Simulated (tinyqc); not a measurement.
Born-Mayer model of an ionic crystal AB: one step, computed by the program tinyqc. Command: `OMP_NUM_THREADS=1 python tinyqc.py 3009681 3009682 out.jsonl bornmayer walk`. One thread of a shared host (Intel(R) Xeon(R) Processor @ 2.30GHz), about 0.01 s of CPU time with the checks.

Energies are per ion pair and r is the nearest distance of unlike ions.

Problem. Under pressure. Madelung constant M, unlike neighbours z1, like neighbours z2 at f r, volume per pair: rock salt 1.747565, 6, 12, sqrt2, 2 r^3; caesium chloride 1.762675, 8, 6, 2/sqrt3, 8 r^3/(3 sqrt3); zinc blende 1.638055, 4, 12, sqrt(8/3), 16 r^3/(3 sqrt3). U(r) = -M z^2 e^2/(4 pi eps_0 r) + z1 lambda exp(-r/rho) + z2 [lambda2 exp(-f r/rho) - C/(f r)^6] (one mean like-ion term for both sublattices). With the volume written as c r^3, under pressure take the root at the minimum of the enthalpy and solve U'(r) + 3 c r^2 P = 0; H = U + P V; B = (U'' - 2 U'/r)/(9 c r).

Inputs (values chosen for the exercise, for a model salt): ionic charge z = 1; unlike repulsion lambda = 10100 eV; range rho = 0.307 angstrom; like repulsion lambda2 = 251 eV; dispersion C between like ions = 65 eV angstrom^6; pressure P = 5 GPa.

Structure: zinc blende. Short range: with like-ion terms.

Constants: e^2/(4 pi eps_0) = 14.39964548 eV angstrom; 1 eV/angstrom^3 = 160.2176634 GPa.

Give: distance at P; volume at P; enthalpy at P; bulk modulus at P.

Solution.

distance at P = 3.106 angstrom

volume at P = 92.27 angstrom^3

enthalpy at P = -3.129 eV per pair

bulk modulus at P = 32.26 GPa
